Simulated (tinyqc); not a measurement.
Body thickness for a wanted scale length.

Question. A double-gate structure has tan(pi ti/Lambda) tan(pi ts/(2 Lambda)) = ei/eps_r, both angles below pi/2. Find ts.

Parameters, values chosen for the exercise; permittivities: semiconductor close to that of silicon, insulator close to that of silicon nitride: relative permittivity of the semiconductor eps_r = 11.9; relative permittivity of the insulator ei = 7.74; insulator thickness ti = 2.1 nm.

Lambda = 20.891231 nm

Answer. The condition is explicit in ts: an arctangent, taken between 0 and pi/2.

ts = 14.7 nm

Numbers from tinyqc (`OMP_NUM_THREADS=1 python tinyqc.py 2420145 2420146 out.jsonl`; about 0.01 s on one thread of a shared Intel Xeon 2.30GHz).
